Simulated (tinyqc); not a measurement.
Elastic trap-assisted tunnelling through a dielectric: two steps of the calculation.

Emitter at x = 0 (Fermi level 0), collector at x = t (Fermi level -V), band edge U(x) = phi - F x, F = V/t. A trap at x has the energy E = U(x) - Et. With G(u) = (4/(3 F)) sqrt(mo/C) max(u, 0)^1.5, C = hbar^2/(2 m0): S1 = G(phi - E) - G(Et), S2 = G(Et) - G(phi - V - E), T1,2 = exp(-S1,2). The steady rate through one trap is nu T1 T2 (f1 - f2)/(T1 + T2), f1 = f(E), f2 = f(E + V), f(y) = 1/(1 + exp(y/Vt)); both contacts offer states at E.

Parameters, values chosen for the exercise; dielectric values close to those of aluminium oxide: temperature T = 350 K; barrier above the emitter Fermi level phi = 2.67 eV; tunnelling mass mo = 0.41 m0; thickness t = 5.6 nm; trap depth below the band edge of the dielectric Et = 2.06 eV; trap density Nt = 1.5e18 cm^-3; attempt frequency nu = 1e14 1/s; points of the grid n = 9; voltage V = 2.1 V; left end of the grid xa = 1.74 nm; right end of the grid xb = 3.02 nm.

Constants: q = 1.602176634e-19 C, kB = 1.380649e-23 J/K, hbar = 1.054571817e-34 J s, m0 = 9.1093837015e-31 kg, Vt = kB T/q, hbar^2/(2 m0) = 0.0380998212 eV nm^2. Results are converted to the units shown.

Question 1. Rate through a trap near the best position. n equally spaced x from xa to xb, where nearly all of the current flows; J = q Nt times the integral of the rate, by Simpson's rule.

Find: x; E; S1; S2; f1 - f2; rate; J.

Answer 1.

```
point	x (nm)	E (eV)	S1	S2	f1 - f2	rate (1/s)
0	1.740	-0.0425	17.62	28.89	0.8036	22.71
1	1.900	-0.1025	19.36	28.05	0.9677	63.43
2	2.060	-0.1625	21.12	27.17	0.9954	156.9
3	2.220	-0.2225	22.89	26.26	0.9994	381.7
4	2.380	-0.2825	24.69	25.30	0.9999	665.1
5	2.540	-0.3425	26.50	24.32	1.000	278.4
6	2.700	-0.4025	28.33	23.30	1.000	49.33
7	2.860	-0.4625	30.18	22.25	1.000	7.812
8	3.020	-0.5225	32.05	21.17	1.000	1.208
```

J = 6.014e-6 A/cm^2

Question 2. The best-placed trap against direct tunnelling. At x = xs: E, S1, S2 and the occupation (T1 f1 + T2 f2)/(T1 + T2). Direct tunnelling at E = 0 has S = (4/(3 F)) sqrt(mo/C) [phi^1.5 - max(phi - V, 0)^1.5].

xs = 2.38 nm

Find: E; S1; S2; occupation; S of direct tunnelling.

Answer 2.

E = -0.2825 eV
S1 = 24.69
S2 = 25.30
occupation = 0.6496
S of direct tunnelling = 45.87

Range of the model: Phonon-assisted (inelastic) capture, chains of traps and a spread of trap depths are left out.

tinyqc, about 0.04 s, one thread, Intel Xeon 2.30GHz (shared host): `OMP_NUM_THREADS=1 python tinyqc.py 2370135 2370136 out.jsonl`
